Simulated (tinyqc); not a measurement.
Pinning of the barrier by interface states.

Cowley-Sze model with the space charge neglected: phiB = S (phiM - chi) + (1 - S)(Eg - phi0), S = 1/(1 + q Dit dl/(eps0 ei)), dl in cm.

Inputs (values chosen for the exercise); band and dielectric values close to those of cadmium telluride: band gap Eg = 1.5 eV; electron affinity chi = 4.36 eV; thickness of the interfacial layer dl = 0.2 nm; relative permittivity of the interfacial layer ei = 2; neutral level above the valence band phi0 = 0.6 eV; metal work function phiM = 5.36 eV.

Constants: q = 1.602176634e-19 C, eps0 = 8.8541878128e-14 F/cm where lengths are in cm. Results are converted to the units shown.

Pinning of the barrier by interface states:
```
Dit (cm^-2 eV^-1),S,phiB (eV),change of phiB for 0.5 eV more work function (eV)
1e11,0.9982,0.9998,0.4991
3e11,0.9946,0.9995,0.4973
1e12,0.9822,0.9982,0.4911
3e12,0.9485,0.9949,0.4743
1e13,0.8468,0.9847,0.4234
3e13,0.6481,0.9648,0.3241
1e14,0.3559,0.9356,0.1780
3e14,0.1556,0.9156,0.07778
1e15,0.05237,0.9052,0.02618
```

Read the table: what changes, and by how much?

S falls from 0.998 to 0.0524, passing 1/2 at Dit = eps0 ei/(q dl) = 5.53e13 cm^-2 eV^-1. The barrier falls from 1.00 to 0.905 eV, from near the Schottky-Mott value phiM - chi = 1.00 eV towards the pinned value Eg - phi0 = 0.900 eV.

tinyqc, about 0.07 s, one thread, Intel Xeon 2.30GHz (shared host): `OMP_NUM_THREADS=1 python tinyqc.py 2020012 2020013 out.jsonl`
